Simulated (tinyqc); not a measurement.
Single-band model of a thermoelectric material: one step, computed by the program tinyqc. Command: `OMP_NUM_THREADS=1 python tinyqc.py 3027860 3027861 out.jsonl thermo walk`. One thread of a shared host (Intel(R) Xeon(R) Processor @ 2.30GHz), about 0.01 s of CPU time with the checks.

One spherical band, one scattering law, no minority carriers and no phonon drag. In a real material minority carriers limit |S| to about E_g/(2 e T), so larger values are formal. eta = E_F/(k_B T) is counted from the band edge; f = 1/(1 + exp(x - eta)).

Task: Coefficients. sigma = e mu_0 N_0 <s> with mu_0 = e tau_0/m = mu_300 (T/300 K)^(-p); |S| = (k_B/e)(<x s>/<s> - eta); Lorenz number L = (k_B/e)^2 (<x^2 s>/<s> - (<x s>/<s>)^2); kappa_e = L sigma T; zT = S^2 sigma T/(kappa_L + kappa_e). Hall factor r_H = <G^(3/2)> <G^(3/2 + 2r)/D^4>/<s>^2; drift mobility sigma/(n e) with n = N_0 <G^(3/2)>; power factor S^2 sigma.

Inputs (values chosen for the exercise, modelled on n-type Mg3Sb2):

| quantity | value | unit |
|---|---|---|
| mobility parameter mu_300 | 270 | cm^2/(V s) |
| temperature exponent p | 1.5 | - |
| lattice thermal conductivity kappa_L | 0.82 | W/(m K) |
| temperature T | 370 | K |

Band: parabolic. Scattering: acoustic phonons, r = -0.5.

N_0 = 2.982947e+19 1/cm^3

<s> = 1.814758

<x s> = 5.597863

reduced Fermi level eta = 1.636973

<x^2 s> = 21.68337

<G^(3/2)> = 3.084198

<G^(3/2 + 2r)/D^4> = 1.160302

Constants: e = 1.602176634e-19 C; k_B = 8.617333262e-05 eV/K.

Give: conductivity sigma; Seebeck coefficient |S|; Lorenz number L; drift mobility; Hall factor r_H; power factor; kappa_e; zT.

Result:

conductivity sigma = 1710 S/cm

Seebeck coefficient |S| = 124.7 microvolt/K

Lorenz number L = 1.807 1e-8 V^2/K^2

drift mobility = 116.0 cm^2/(V s)

Hall factor r_H = 1.087

power factor = 26.61 microwatt/(cm K^2)

kappa_e = 1.143 W/(m K)

zT = 0.5015

L is 74 % of the degenerate value pi^2/3 (k_B/e)^2 = 2.443; the classical limit for this r is (r + 5/2)(k_B/e)^2 = 1.485. The charge carriers transport 58 % of the heat.
